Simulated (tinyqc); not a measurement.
# Changing the quartic constant b

Model: one anharmonic mode: perturbation theory, self-consistent phonons and exact levels. Computed by tinyqc, a small Python program. Command: `OMP_NUM_THREADS=1 python tinyqc.py 3026919 3026920 out.jsonl scp sweep`. One thread of a shared host (Intel(R) Xeon(R) Processor @ 2.30GHz), about 0.06 s of CPU time with the checks.

V(x) = k x^2/2 + b x^4 for one coordinate x of mass M. A constant K > 0 gives hbar Omega = sqrt((hbar^2/u) K/M) with K in eV/angstrom^2 and M in u.

Inputs (values chosen for the exercise, for a model mode):

| quantity | value | unit |
|---|---|---|
| mode mass M | 8.94 | u |
| harmonic constant k | -2.63 | eV/angstrom^2 |
| temperature T | 160 | K |
| mixing | 0.15 | - |

Shape: double well.

Constants: hbar^2/u = 4.18015928e-03 eV angstrom^2; k_B = 8.617333262e-05 eV/K.

Method:
- Self-consistent phonon, centred at x = 0: K = k + 12 b <x^2>, <x^2> = (hbar Omega/(2K)) coth(hbar Omega/(2 k_B T)).
- Start at K = |k|; K(new) = K + mixing x (K_out - K), but at least K/20; stop when |K_out - K| < 1e-9 |k| or after 90 steps.
- Its free energy is F = k_B T ln[2 sinh(hbar Omega/(2 k_B T))] + (k - K)<x^2>/2 + 3 b <x^2>^2, an upper bound to the exact one.
- Basis: oscillator states n of the constant |k|, with x = s (a + a+), s^2 = hbar Omega/(2|k|); H = hbar Omega (n + 1/2) + (k - |k|) x^2/2 + b x^4, with exact matrix elements of x^2 and x^4.
- Exact values use 120 basis states: F = -k_B T ln sum exp(-E_n/(k_B T)), and <x^2> is the Boltzmann mean.

One run for each value:

| quartic constant b (eV/angstrom^4) | self-consistent quantum (meV) | E_1 - E_0 (meV) | self-consistent <x^2> (angstrom^2) | exact <x^2> (angstrom^2) |
|---|---|---|---|---|
| 17 | 20.906 | 8.213 | 0.017474 | 0.028552 |
| 28 | 26.073 | 15.926 | 0.012154 | 0.016929 |
| 44 | 31.654 | 23.458 | 0.009040 | 0.011341 |
| 70 | 38.409 | 31.679 | 0.006887 | 0.008045 |
| 110 | 46.123 | 40.328 | 0.005439 | 0.006082 |
| 180 | 55.992 | 50.734 | 0.004322 | 0.004697 |
| 280 | 66.325 | 61.187 | 0.003583 | 0.003836 |
| 440 | 78.541 | 73.232 | 0.002997 | 0.003179 |
| 700 | 93.062 | 87.325 | 0.002518 | 0.002657 |

Over the rows, self-consistent quantum (meV) rises from 20.9 to 93.1 (exponent d ln y / d ln x 0.44 between the first rows and 0.37 between the last); E_1 - E_0 (meV) rises from 8.21 to 87.3 (exponent d ln y / d ln x 1.3 between the first rows and 0.38 between the last); self-consistent <x^2> (angstrom^2) falls from 0.0175 to 0.00252 (exponent d ln y / d ln x -0.73 between the first rows and -0.37 between the last). The self-consistent quantum is 2.55 times E_1 - E_0 in the first row and 1.07 in the last; it follows from the curvature averaged over the spread of x, not from the lowest spacing alone. Small b means deep, distant wells, where E_1 - E_0 is a tunnelling splitting.

Extremes, crossings and ranges named in words are read from the listed rows.
